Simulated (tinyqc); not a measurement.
Random telegraph noise from one oxide trap in a small MOSFET: time constants and noise against gate voltage.

An acceptor-like trap exchanges electrons with the channel. Inversion charge Q = Cox u, u = n Vt W0(exp((Vg - VT)/(n Vt))), W0 the Lambert function, n = nf, Cox = eps0 eox/tox; linear regime Id = (W/L) mu Q Vd. Relative to threshold the surface potential rises by Vt ln(u/u0) and the oxide voltage by the rest of Vg - VT, with u0 = n Vt W0(1).

N = Cox u/q; dpsi = Vt ln(u/u0); E = E0 - dpsi - (xt/tox)(Vg - VT - dpsi); capture time tc = 1/[(N/zi) vth s0 exp(-xt/lt - EB/Vt)]; emission time te = tc exp(-E/Vt); occupancy te/(tc + te). A = W L; threshold step dV = q (1 - xt/tox)/(Cox A); gm/Id = 1/(u + n Vt); relative step dI/I = (gm/Id) dV + asc mu/A. fc = (1/tc + 1/te)/(2 pi); rms = (dI/I) sqrt(tc te)/(tc + te).

Parameters, values chosen for the exercise; values of the order met in silicon transistors: temperature T = 300 K; relative permittivity of the gate insulator (close to silicon dioxide) eox = 3.9; insulator thickness tox = 2.8 nm; depth of the trap from the channel interface xt = 0.67 nm; trap level above the channel Fermi level at threshold E0 = 0.33 eV; capture prefactor s0 = 3e-15 cm^2; capture barrier (lattice relaxation) EB = 0.28 eV; tunnelling decay length lt = 0.16 nm; thermal velocity vth = 1.8e7 cm/s; thickness of the inversion layer zi = 2.2 nm; threshold voltage VT = 0.37 V; body factor nf = 1.13; gate width W = 64 nm; gate length L = 84 nm; mobility mu = 230 cm^2/(V s); scattering coefficient of the charged trap asc = 0 V s; drain voltage Vd = 0.02 V.

Constants: q = 1.602176634e-19 C, kB = 1.380649e-23 J/K, Vt = kB T/q, eps0 = 8.8541878128e-14 F/cm where lengths are in cm. Results are converted to the units shown.

Results:

| Vg (V) | E (eV) | tc (s) | te (s) | occupancy | dI/I (%) | fc (Hz) | rms dI/I (%) |
|---|---|---|---|---|---|---|---|
| 1.18 | 0.06210 | 2.460e-6 | 2.227e-7 | 0.08302 | 0.2465 | 7.795e5 | 0.06801 |
| 1.3 | 0.03044 | 2.118e-6 | 6.524e-7 | 0.2355 | 0.2134 | 3.191e5 | 0.09055 |
| 1.36 | 0.01476 | 1.980e-6 | 1.119e-6 | 0.3610 | 0.1999 | 2.227e5 | 0.09603 |
| 1.42 | -8.431e-4 | 1.858e-6 | 1.920e-6 | 0.5082 | 0.1881 | 1.685e5 | 0.09401 |
| 1.48 | -0.01637 | 1.751e-6 | 3.298e-6 | 0.6532 | 0.1775 | 1.392e5 | 0.08447 |
| 1.54 | -0.03184 | 1.655e-6 | 5.670e-6 | 0.7741 | 0.1680 | 1.242e5 | 0.07026 |
| 1.6 | -0.04725 | 1.569e-6 | 9.756e-6 | 0.8615 | 0.1595 | 1.178e5 | 0.05510 |
| 1.66 | -0.06260 | 1.491e-6 | 1.679e-5 | 0.9185 | 0.1518 | 1.162e5 | 0.04154 |

Estimate the missing row, Vg = 1.24 V.

Computed row:

| Vg (V) | E (eV) | tc (s) | te (s) | occupancy | dI/I (%) | fc (Hz) | rms dI/I (%) |
|---|---|---|---|---|---|---|---|
| 1.24 | 0.04622 | 2.276e-6 | 3.809e-7 | 0.1434 | 0.2288 | 4.878e5 | 0.08018 |

With this row back in the table: tc falls from 2.46e-6 to 1.49e-6 s as the channel fills and te rises from 2.23e-7 to 1.68e-5 s; they are equal at Vg = 1.42 V, where E = 0. The rms noise goes from 0.0680 through a maximum of 0.0960 (at Vg = 1.36 V among the rows listed) to 0.0415 %. The slope -Vt d ln(tc/te)/dVg is 0.265 between the first two rows and 0.256 between the last two; it tends to xt/tox = 0.239 only when the surface potential stops moving.

Range of the model: VT is taken as given; short-channel effects and the uneven flow of current among few electrons are left out.

Computed by the program tinyqc: `OMP_NUM_THREADS=1 python tinyqc.py 2710168 2710169 out.jsonl`, one thread of a shared Intel Xeon 2.30GHz, about 0.01 s for the whole run.
